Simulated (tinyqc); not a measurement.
What a measurement delay does to the time exponent: bias-temperature instability from a Gaussian distribution of capture and emission barriers. Computed by tinyqc, a small Python program. Command: `OMP_NUM_THREADS=1 python tinyqc.py 3021245 3021246 out.jsonl bti walk`. One thread of a shared host (Intel(R) Xeon(R) Processor @ 2.30GHz), about 0.01 s of CPU time with the checks.

Each trap has a capture time tau_0 exp(E_c/(k_B T)) under stress and an emission time tau_0 exp(E_e/(k_B T)) after it. E_c is Gaussian, and E_e = E_c + d with d Gaussian and independent. A trap counts as filled once t_s exceeds its capture time and as emptied once t_r exceeds its emission time.

Inputs (values chosen for the exercise, for a model p-channel transistor): shift with all traps filled V_max = 110 mV; mean capture barrier at zero field mu_c = 1.97 eV; spread of capture barriers sigma_c = 0.36 eV; lowering of mu_c per field k_F = 0.045 eV/(MV/cm); oxide field F = 4.5 MV/cm; mean of E_e - E_c at the stress field, delta = -0.26 eV; spread of E_e - E_c, sigma_d = 0.17 eV; time constant tau_0 = 2e-09 s; temperature T = 25 C; stress time t_s = 2000 s.

Constants: k_B = 8.617333262e-05 eV/K.

Method:
- Demarcation energies E_s = k_B T ln(t_s/tau_0), E_r = k_B T ln(t_r/tau_0); mean barrier mu = mu_c - k_F F; z = (E_s - mu)/sigma_c; Phi is the standard normal distribution.
- Temperatures in kelvin are T(C) + 273.15.
- Shift without recovery dV0 = V_max Phi(z); local time exponent n = d ln dV0/d ln t_s = (k_B T/sigma_c) exp(-z^2/2)/(sqrt(2 pi) Phi(z)); apparent activation energy n E_s.
- Remaining shift dV = V_max int_(-infinity)^(E_s) g(E_c) [1 - Phi((E_r - E_c - delta)/sigma_d)] dE_c, g the Gaussian density of E_c (Gauss-Legendre, 120 points over 7 sigma_c below E_s).
- Columns: no delay, and delays of 1 us, 1 ms and 1 s.

mean barrier mu = 1.7675 eV

Shift (mV):
```
t_s (s)   no delay    1 us     1 ms         1 s
1.00e+00    0.0276  0.0143  0.00496  7.9120e-04
1.00e+01    0.0502  0.0318  0.01368  2.8630e-03
1.00e+02    0.0893  0.0655  0.03403  9.1850e-03
1.00e+03    0.1548  0.1261  0.07690  2.6256e-02
1.00e+04    0.2618  0.2290  0.15936  6.7268e-02
1.00e+05    0.4316  0.3960  0.30573  1.5554e-01
1.00e+06    0.6943  0.6569  0.54848  3.2720e-01
1.00e+07    1.0897  1.0513  0.92898  6.3181e-01
```

What follows from these numbers?

Between 10 and 1000 s the apparent exponent is 0.244 without delay, 0.299 at 1 us, 0.375 at 1 ms and 0.481 at 1 s: a slow measurement loses more of a short stress than of a long one, which steepens the curve. Without delay the exponent falls from 0.261 to 0.196 over the table, so the growth is not a true power law. Caution: step-function filling and one Gaussian population are simplifications; real devices show several populations.
